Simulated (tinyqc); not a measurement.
Global model of a low-pressure process discharge: electron temperature, density, ion flux and ion energy: one step, computed by the program tinyqc.

Maxwellian electrons with temperature T_e in eV, one positive ion, no negative ions, uniform bulk density n; rate constants have the Arrhenius form.

Task: Geometry factors. n_g = p/(k_B T_g); lambda_i = 1/(n_g sigma); h_L = 0.86/sqrt(3 + L/(2 lambda_i)), h_R = 0.8/sqrt(4 + R/lambda_i); A_eff = 2 pi R^2 h_L + 2 pi R L h_R; d_eff = pi R^2 L/A_eff.

Inputs (values chosen for the exercise, of the order of those of an inductive discharge in a simple atomic gas):
```
quantity                     value  unit
ion-neutral cross section  9.1e-19   m^2
pressure p                     8.9    Pa
gas temperature T_g            400     K
radius R                        13    cm
height L                        15    cm
```

Constants: k_B = 1.380649e-23 J/K.

Give: gas density n_g; ion mean free path; h_L; h_R; A_eff; d_eff.

Result:

gas density n_g = 1.612e+21 1/m^3

ion mean free path = 0.06819 cm

h_L = 0.08091

h_R = 0.05734

A_eff = 156.2 cm^2

d_eff = 51.00 cm

Caution: at so short an ion path the formulas for h_L and h_R give way to the ambipolar-diffusion limit.
